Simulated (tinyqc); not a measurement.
From results to parameters: Hueckel model of a polar double bond. Computed by the program tinyqc.

Problem. A C=X pi bond in Hueckel theory has H_XX = alpha + h beta, H_CC = alpha and H_CX = k beta, with two electrons. Find h, k, the charge on carbon and the bond order.

x values of the two levels (E = alpha + x beta): 2.376211  -0.206211

Solution. The sum of the x values is h and their product is -k^2; the charge on carbon is h/sqrt(h^2 + 4k^2) and the bond order 2k/sqrt(h^2 + 4k^2).

h, k: 2.170  0.700
charge on carbon, bond order: 0.840  0.542
